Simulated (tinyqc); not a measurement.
Changing the surface binding energy U: physical sputtering: collision-cascade yield, angular dependence, faceting and resputtering in deposition. Computed by tinyqc, a small Python program. Command: `OMP_NUM_THREADS=1 python tinyqc.py 3031942 3031943 out.jsonl sputter sweep`. One thread of a shared host (Intel(R) Xeon(R) Processor @ 2.30GHz), about 0.01 s of CPU time with the checks.

Ions start collision cascades; atoms that reach the surface with more than U leave. The target is amorphous or fine-grained.

Inputs (values chosen for the exercise, modelled on xenon ions on aluminium):
```
quantity           value     unit
ion Z1                54        -
ion mass M1        131.3        u
target Z2             13        -
target mass M2     26.98        u
target density N    60.2   1/nm^3
fit factor Q           1        -
ion energy E        1500       eV
current density J   0.14  mA/cm^2
```

Constants: e = 1.602176634e-19 C.

Method. gamma = 4 M1 M2/(M1 + M2)^2; threshold E_th = 6.7 U/gamma for M1 >= M2, else U (1 + 5.7 M1/M2)/gamma. eps = 0.03255 M2 E/(Z1 Z2 (M1 + M2) z), z = (Z1^(2/3) + Z2^(2/3))^(1/2), E in eV; s_n = 3.441 sqrt(eps) ln(eps + 2.718)/(1 + 6.355 sqrt(eps) + eps (6.882 sqrt(eps) - 1.708)); S_n = 84.78 Z1 Z2 M1 s_n/((M1 + M2) z) in eV angstrom^2; alpha = 0.249 (M2/M1)^0.56 + 0.0035 (M2/M1)^1.5 for M1 <= M2, else 0.0875 (M2/M1)^(-0.15) + 0.165 M2/M1; Y0 = 0.042 Q alpha S_n/U [1 - sqrt(E_th/E)]^2.5 (the electronic-loss factor of the full formula is dropped). Erosion rate = Y0 J/(e N); 1 cm^2 = 1e14 nm^2.

One run for each value:
```
surface binding energy U (eV)  yield Y0 (atoms per ion)  threshold E_th (eV)  erosion rate (nm/min)
2                                                3.2363                23.69                 28.185
3                                                1.9875                35.54                 17.309
4                                                1.3879                47.38                 12.088
6                                                0.8170                71.07                  7.115
7                                                0.6619                82.92                  5.764
8                                                0.5489                94.77                  4.780
9                                                0.4635               106.61                  4.036
10                                               0.3969               118.46                  3.457
```

Give the missing row, surface binding energy U (eV) = 5.

Computed row:
```
surface binding energy U (eV)  yield Y0 (atoms per ion)  threshold E_th (eV)  erosion rate (nm/min)
5                                                1.0409                59.23                  9.065
```

Interpolating between the two neighbouring rows (linearly) misses most in erosion rate (nm/min), by 5.9 %. Over the rows, yield Y0 (atoms per ion) falls from 3.24 to 0.397 (exponent d ln y / d ln x -1.2 between the first rows and -1.5 between the last); threshold E_th (eV) rises from 23.7 to 118 (exponent d ln y / d ln x about 1.00 throughout); erosion rate (nm/min) falls from 28.2 to 3.46 (exponent d ln y / d ln x -1.2 between the first rows and -1.5 between the last). The exponent of threshold E_th stays at 1: the threshold scales with U. U acts twice, as the divisor and through the threshold.
